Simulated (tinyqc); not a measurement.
Inside a calculation. Model: planar ballistic transistor, top-of-the-barrier model.

Numbers from tinyqc (`OMP_NUM_THREADS=1 python tinyqc.py 2400097 2400098 out.jsonl`; about 0.01 s on one thread of a shared Intel Xeon 2.30GHz). Printed values are rounded.

At the top of the source barrier, states moving towards the drain are filled by the source (Fermi level 0) and states moving back by the drain (Fermi level -q Vd); nothing scatters. U is the shift of the band edge there, set by the capacitances CG, CD and CS (the total) and by the charge. Parabolic two-dimensional band; the source is grounded.

Inputs (values chosen for the exercise); mass and valleys close to those of a monolayer dichalcogenide:

| symbol | value | unit | meaning |
|---|---|---|---|
| T | 350 | K | temperature |
| m | 0.498 | m0 | effective mass |
| gv | 2 |  | valley degeneracy |
| eox | 22 |  | relative permittivity of the gate insulator |
| tox | 3.6 | nm | insulator thickness |
| aG | 0.75 |  | gate control CG/CS |
| aD | 0.076 |  | drain control CD/CS |
| E0 | 0.22 | eV | band edge at the barrier top above the source Fermi level at zero bias |
| Vg | 0.6 | V | gate voltage |
| Vd | 0.1 | V | drain voltage |

Constants: q = 1.602176634e-19 C, kB = 1.380649e-23 J/K, hbar = 1.054571817e-34 J s, m0 = 9.1093837015e-31 kg, Vt = kB T/q, eps0 = 8.8541878128e-14 F/cm where lengths are in cm. Results are converted to the units shown.

## Density of states, capacitances and charge at zero bias

N0 = gv m kB T/(pi hbar^2), CG = eps0 eox/tox, vT = sqrt(2 kB T/(pi m)), CS = CG/aG, n0 = n at U = 0 and Vd = 0. eta1 = -(E0 + U)/Vt, eta2 = eta1 - Vd/Vt, n = (N0/2)[F_0(eta1) + F_0(eta2)], F_0(x) = ln(1 + exp x). UL = -(aG Vg + aD Vd).

N0 = 1.25487e13 cm^-2
CG = 5.41089 uF/cm^2
CS = 7.21452 uF/cm^2
n0 = 8.52294e9 cm^-2
UL = -0.4576 eV

## Iteration 1: self-consistent potential at the barrier top

U at the start (U = UL) = -0.4576 eV

eta1 = -(E0 + U)/Vt, eta2 = eta1 - Vd/Vt, n = (N0/2)[F_0(eta1) + F_0(eta2)], F_0(x) = ln(1 + exp x). U(out) = UL + q (n - n0)/CS. U(new) = U(out).

eta1 = 7.87781
eta2 = 4.56223
n = 7.81205e13 cm^-2
U(out) = 1.27708 eV
U after iteration 1 = 1.27708 eV

## Iteration 2: self-consistent potential at the barrier top

As before.

eta1 = -49.6370
eta2 = -52.9525
n = 1.80302e-9 cm^-2
U(out) = -0.457789 eV
U after iteration 2 = -0.457789 eV

## Course of the iteration: self-consistent potential at the barrier top

Stop when U changes by less than 1e-9 eV, or after 25 iterations.

Course of the iteration:
```
iteration     U (eV)  |change| (eV)
1            1.27708           1.73
2          -0.457789           1.73
3            1.27882           1.74
4          -0.457789           1.74
5            1.27882           1.74
6          -0.457789           1.74
7            1.27882           1.74
8          -0.457789           1.74
9            1.27882           1.74
...              ...            ...
17           1.27882           1.74
18         -0.457789           1.74
19           1.27882           1.74
20         -0.457789           1.74
21           1.27882           1.74
22         -0.457789           1.74
23           1.27882           1.74
24         -0.457789           1.74
25           1.27882           1.74
```

Not converged within 25 iterations. The value swings between -0.4578 and 1.279 for good. At the solution, U = -0.2525 eV, the quantum capacitance is 3.89 times CS, and dU(out)/dU = -CQ/CS: its size exceeds one, so plain substitution overshoots further each time near the root. A rerun with Newton steps converges in 6 iterations.
